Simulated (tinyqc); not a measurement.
One-sided p+-n junction, ionisation integral and breakdown: two steps of the calculation.

A p+ layer at x < 0 and an n drift layer from x = 0. Depletion approximation, built-in voltage neglected. Local ionisation coefficients alpha_n = an exp(-(bn/E)^mx), alpha_p = ap exp(-(bp/E)^mx). Electrons move towards +x, holes towards x = 0.

Values chosen for this exercise; material values close to those of silicon: relative permittivity eps_r = 11.5; prefactor of the electron ionisation coefficient an = 7.47e5 1/cm; field constant for electrons bn = 1.23e6 V/cm; prefactor of the hole ionisation coefficient ap = 1.54e6 1/cm; field constant for holes bp = 2.17e6 V/cm; exponent mx = 1; donor density of the drift layer N = 3.7e14 cm^-3; reverse voltage V = 428 V; share of the depleted width that the grid covers fr = 0.5.

Constants: q = 1.602176634e-19 C, eps0 = 8.8541878128e-14 F/cm where lengths are in cm. Results are converted to the units shown.

Problem 1. Field and ionisation coefficients on a grid. W = sqrt(2 eps0 eps_r V/(q N)), peak field E0 = q N W/(eps0 eps_r), falling linearly to 0 at W. Grid: 10 equal steps from 0 to fr W.

Find: W; x; E; alpha_n; alpha_p.

Solution 1.

W = 38.345 um

```
point  x (um)  E (kV/cm)  alpha_n (1/cm)  alpha_p (1/cm)
0       0.000     223.24          3023.1          92.459
1       1.917     212.08          2262.1          55.432
2       3.834     200.91          1639.0          31.397
3       5.752     189.75          1143.3          16.633
4       7.669     178.59          762.48          8.1387
5       9.586     167.43          481.75          3.6204
6      11.503     156.27          285.06          1.4345
7      13.421     145.11          155.59         0.49294
8      15.338     133.94          76.771         0.14176
9      17.255     122.78          33.315        0.032504
10     19.172     111.62          12.234       0.0055510
```

Problem 2. Ionisation integrals by the trapezoid rule. G(x) = integral from 0 to x of (alpha_n - alpha_p); I_n = integral of alpha_n exp(-G) (electrons injected at x = 0), I_p = integral of alpha_p exp(G(end) - G) (holes injected at the far edge); M = 1/(1 - I). All integrals by the trapezoid rule on the grid.

```
point     x (um)  alpha_n (1/cm)  alpha_p (1/cm)
0       0.000000       3023.0613       92.458510
1       1.917230       2262.0710       55.431776
2       3.834459       1638.9742       31.396637
3       5.751689       1143.3393       16.632720
4       7.668918       762.48015       8.1386699
5       9.586148       481.75076       3.6203921
6      11.503377       285.05567       1.4345014
7      13.420607       155.58816      0.49293738
8      15.337836       76.771117      0.14176347
9      17.255066       33.315110     0.032503635
10     19.172295       12.234136    0.0055510234
```

Find: G; alpha_n exp(-G); I_n; I_p; M_n; M_p.

Solution 2.

```
point       G  alpha_n exp(-G) (1/cm)
0      0.0000                  3023.1
1      0.4925                  1382.4
2      0.8581                   694.9
3      1.1202                   373.0
4      1.3005                   207.7
5      1.4187                   116.6
6      1.4917                    64.1
7      1.5338                    33.6
8      1.5560                    16.2
9      1.5665                     7.0
10     1.5709                     2.5
```

I_n = 0.84515
I_p = 0.094449
M_n = 6.4578
M_p = 1.1043

tinyqc, about 0.05 s, one thread, Intel Xeon 2.30GHz (shared host): `OMP_NUM_THREADS=1 python tinyqc.py 2120045 2120046 out.jsonl`
